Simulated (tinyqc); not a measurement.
Two-dimensional electron gas with Rashba and Dresselhaus coupling: sweeps and comparisons. A value that a table varies takes the place of the one given here.

H = c k^2/m + al (ky sx - kx sy) + b1 (kx sx - ky sy) + gam kx ky (kx sy - ky sx), s the Pauli matrices, x = [100], c = hbar^2/2m0, b1 = gam (pi/L)^2 (hard walls). H = c k^2/m + B.s, so E = c k^2/m -/+ |B| and the lower state has its spin along -B.

Constants: hbar^2/2m0 = 3.80998211 eV angstrom^2.

Parameters, chosen for this exercise (of the size met in GaAs; shifted at random, so the results belong to these values and not to a real crystal):
- m = 0.0627 m0 (mass)
- al = 0.015 eV angstrom (Rashba constant)
- gam = 11.3 eV angstrom^3 (bulk Dresselhaus constant)
- L = 208 angstrom (width of the (001) well)
- n = 2.5 1e11/cm^2 (sheet density (one subband filled))

## Splitting and spin direction around the circle

At |k| = k0 = sqrt(2 pi n), 1e11/cm^2 = 1e-5/angstrom^2.

Around the circle:
```
phi (deg)  Bx (meV)  By (meV)  splitting (meV)  lower spin (deg)
0.0          0.0323   -0.1880           0.3815              99.8
22.5         0.0988   -0.1788           0.4085             118.9
45.0         0.1479   -0.1479           0.4184             135.0
67.5         0.1788   -0.0988           0.4085             151.1
90.0         0.1880   -0.0323           0.3815             170.2
112.5        0.1686    0.0451           0.3490            -165.0
135.0        0.1180    0.1180           0.3336            -135.0
157.5        0.0451    0.1686           0.3490            -105.0
```

The splitting runs from 0.3336 meV at 135 to 0.4184 meV at 45 degrees. Along [110] it is 2 k |al + b1 - 2 b3| and along [-110] 2 k |al - b1 + 2 b3|, b3 = gam k^2/4. From 0 to 90 degrees the spin turns with k (+70 degrees), the sense of the Rashba term.

## Tuning the Rashba term through the balance point

al = f (b1 - b3) at k0 = sqrt(2 pi n), b3 = gam k0^2/4. Helix wavelength along [110]: 2 pi c/(m |al + b1 - b3|). Dyakonov-Perel rates are proportional to the mean squares of the first harmonics: for spin along z, al^2 + (b1 - b3)^2; for the most protected in-plane spin, (al - (b1 - b3))^2/2 (third harmonic left out); both are given over (b1 - b3)^2.

Against f:
```
f     al (meV angstrom)  wavelength (micron)  rate, z  rate, in plane
0.00              0.000               17.891    1.000          0.5000
0.25              0.534               14.313    1.062          0.2812
0.50              1.067               11.927    1.250          0.1250
0.75              1.601               10.223    1.562          0.0312
0.90              1.921                9.416    1.810          0.0050
1.00              2.134                8.945    2.000          0.0000
1.25              2.668                7.951    2.562          0.0312
2.00              4.268                5.964    5.000          0.5000
```

At f = 1, al = 2.13 meV angstrom, the first harmonic points along one axis for all k and the listed in-plane rate vanishes; the helix would have wavelength 8.95 micron. The third harmonic, b3/(b1 - b3) = 0.21, is small and sets its lifetime. The uniform z spin still relaxes there, twice as fast as at f = 0.

## What each parameter does

Splittings 2|B| at k0 = sqrt(2 pi n) along [100], [110] and [-110], and E0 = c k0^2/m; 1e11/cm^2 = 1e-5/angstrom^2. Each row changes one parameter from the base and keeps the others.

Results:
```
case                       [100] (meV)  [110] (meV)  [-110] (meV)  E0 (meV)
base                            0.3815       0.4184        0.3336      9.54
m = 0.06897 m0                  0.3815       0.4184        0.3336      8.68
al = 0.018 eV angstrom          0.4558       0.4936        0.4088      9.54
gam = 13.56 eV angstrom^3       0.3839       0.4268        0.3252      9.54
L = 228 angstrom                0.3798       0.4075        0.3445      9.54
n = 3.75 1e11/cm^2              0.4672       0.4988        0.4222     14.32
```

The largest shifts from the base row, up to three for each result and ties (the steps differ in size, so this ranks the rows, not the parameters). [100] (meV): n +0.0857, al +0.0743, gam +0.0024; unchanged at the printed digits by m. [110] (meV): n +0.0804, al +0.0752, L -0.0108; unchanged at the printed digits by m. [-110] (meV): n +0.0886, al +0.0752, L +0.0108; unchanged at the printed digits by m. E0 (meV): n +4.77, m -0.87; unchanged at the printed digits by al, gam and L.

Program tinyqc; command `OMP_NUM_THREADS=1 python tinyqc.py 1451822 1451823 out.jsonl`; about 0.01 s on one thread of a shared Intel(R) Xeon(R) Processor @ 2.30GHz.
